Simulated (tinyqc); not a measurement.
Worked calculation: empirical pseudopotential in a few plane waves. One step of it, computed by the program tinyqc.

Problem. Levels at k. Diagonalise the Hermitian matrix.

H(k) at k (eV), lower triangle (Hermitian):
```
                     +0+0+0               -1-1-1               -1-1+1               -1+1-1
+0+0+0             1.781190
-1-1-1   2.231997-1.135240i             7.913612
-1-1+1  -2.231997-1.135240i   0.000000+0.421776i             7.727781
-1+1-1  -2.231997-1.135240i   0.000000+0.421776i            -0.136057            13.860204
-1+1+1  -2.231997+1.135240i             0.136057   0.000000+0.421776i   0.000000+0.421776i
+1-1-1  -2.231997-1.135240i   0.000000+0.421776i            -0.136057            -0.136057
+1-1+1  -2.231997+1.135240i             0.136057   0.000000+0.421776i             0.000000
+1+1-1  -2.231997+1.135240i             0.136057             0.000000   0.000000+0.421776i
+1+1+1   2.231997+1.135240i             0.000000             0.136057             0.136057
-2+0+0   0.000000-0.421776i  -2.231997+1.135240i  -2.231997-1.135240i  -2.231997-1.135240i
+0-2+0   0.000000-0.421776i  -2.231997+1.135240i  -2.231997-1.135240i   0.596482-0.327103i
+0+0-2   0.000000-0.421776i  -2.231997+1.135240i   0.596482-0.327103i  -2.231997-1.135240i
+0+0+2   0.000000+0.421776i  -0.596482-0.327103i   2.231997+1.135240i  -0.596482+0.327103i
+0+2+0   0.000000+0.421776i  -0.596482-0.327103i  -0.596482+0.327103i   2.231997+1.135240i
+2+0+0   0.000000+0.421776i  -0.596482-0.327103i  -0.596482+0.327103i  -0.596482+0.327103i

                     -1+1+1               +1-1-1               +1-1+1               +1+1-1
-1+1+1            13.674373
+1-1-1             0.000000            17.762654
+1-1+1            -0.136057   0.000000+0.421776i            17.576823
+1+1-1            -0.136057   0.000000+0.421776i            -0.136057            23.709246
+1+1+1   0.000000+0.421776i             0.136057   0.000000+0.421776i   0.000000+0.421776i
-2+0+0   2.231997-1.135240i   0.596482-0.327103i  -0.596482-0.327103i  -0.596482-0.327103i
+0-2+0  -0.596482-0.327103i  -2.231997-1.135240i   2.231997-1.135240i  -0.596482-0.327103i
+0+0-2  -0.596482-0.327103i  -2.231997-1.135240i  -0.596482-0.327103i   2.231997-1.135240i
+0+0+2  -2.231997+1.135240i  -0.596482+0.327103i  -2.231997+1.135240i   0.596482+0.327103i
+0+2+0  -2.231997+1.135240i  -0.596482+0.327103i   0.596482+0.327103i  -2.231997+1.135240i
+2+0+0   0.596482+0.327103i   2.231997+1.135240i  -2.231997+1.135240i  -2.231997+1.135240i

                     +1+1+1     -2+0+0     +0-2+0     +0+0-2
+1+1+1            23.523415
-2+0+0  -0.596482+0.327103i  10.515246
+0-2+0  -0.596482+0.327103i  -0.136057  14.417697
+0+0-2  -0.596482+0.327103i  -0.136057  -0.136057  20.550119
+0+0+2  -2.231997-1.135240i   0.136057   0.136057   0.000000
+0+2+0  -2.231997-1.135240i   0.136057   0.000000   0.136057
+2+0+0  -2.231997-1.135240i   0.000000   0.136057   0.136057

           +0+0+2     +0+2+0     +2+0+0
+0+0+2  20.178457
+0+2+0  -0.136057  26.310879
+2+0+0  -0.136057  -0.136057  30.213330
```

Give: eigenvalues.

Solution.

eigenvalues (eV): -2.899  5.250  7.569  8.898  13.057  13.833  15.243  16.762  18.223  20.477  22.164  23.128  26.276  28.964  32.772
